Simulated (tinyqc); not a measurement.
Fermi level and growth conditions: formation energy of a charged point defect from supercell energies. Computed by tinyqc, a small Python program. Command: `OMP_NUM_THREADS=1 python tinyqc.py 3025209 3025210 out.jsonl formation walk`. One thread of a shared host (Intel(R) Xeon(R) Processor @ 2.30GHz), about 0.01 s of CPU time with the checks.

The host is a compound AB. Making the defect adds n_A = 0, n_B = -1, n_X = 1 atoms to the cell. All total energies are inputs. E_F is counted from the valence-band maximum (VBM); x = 0 is A-rich and x = 1 B-rich growth.

Inputs (values chosen for the exercise, with gap and screening modelled on AlN):
```
quantity,value,unit
gap E_g,6.11,eV
E_VBM of the host cell,2.64,eV
potential alignment dV,-0.035,eV
dielectric constant eps,8.3,-
cell length L,17.8,angstrom
mu_B of the pure element,-4.55,eV
formation enthalpy dH of AB,-3.45,eV
growth condition x,0.31,-
mu_X of the pure element,-1.569,eV
formation enthalpy of AX,-0.62,eV
```

Defect: impurity X on a B site. Supercell lattice: fcc.

charge states q: [0, -1, -2, -3]

E(defect, q) - E(host), in the order of q (eV): [7.439, 12.601, 19.805, 27.065]

Constants: e^2/(4 pi eps_0) = 14.39964548 eV angstrom.

Method:
- dmu_A = x dH and dmu_B = (1 - x) dH, so that dmu_A + dmu_B = dH; mu = mu(element) + dmu. The impurity is held at its solubility limit: dmu_X = min(0, dH(AX) - dmu_A).
- The reservoir term is sum n_i mu_i.
- Image-charge correction of a point charge in a neutralising background: E_corr = q^2 alpha e^2/(4 pi eps_0) / (2 eps L), alpha = 2.888282 for a fcc array with L the cube root of the volume.
- E_f(q, E_F) = [E(defect, q) - E(host)] - sum n_i mu_i + q (E_VBM + dV + E_F) + E_corr(q).
- Each entry is the lowest E_f over q.

E_f(q, 0) (eV): (q=0) 2.0775, (q=-1) 4.7753, (q=-2) 9.7965, (q=-3) 15.1553

sum n_i mu_i = 5.3615 eV

Lowest formation energy (eV):
```
E_F (eV),stable q,"A-rich, x = 0",x = 0.5,"B-rich, x = 1"
0.000,0,1.6280,2.7330,4.4580
0.764,0,1.6280,2.7330,4.4580
1.528,0,1.6280,2.7330,4.4580
2.291,0,1.6280,2.7330,4.4580
3.055,-1,1.2708,2.3758,4.1008
3.819,-1,0.5068,1.6118,3.3368
4.583,-1,-0.2572,0.8478,2.5728
5.346,-2,-1.3450,-0.2400,1.4850
6.110,-3,-3.6242,-2.5192,-0.7942
```

What does the comparison show, and why?

Going from A-rich to B-rich growth shifts every line by +2.830 eV and moves no transition level. The slope of the envelope is the stable charge, so E_f is highest in the rows from E_F = 0 to 2.29 eV, where the neutral state is stable: the defect forms most easily in n-type material. Under A-rich growth E_f turns negative for part of the gap, so in equilibrium E_F cannot enter that part. Under B-rich growth E_f turns negative for part of the gap, so in equilibrium E_F cannot enter that part.

Extremes, crossings and ranges named in words are read from the listed rows.
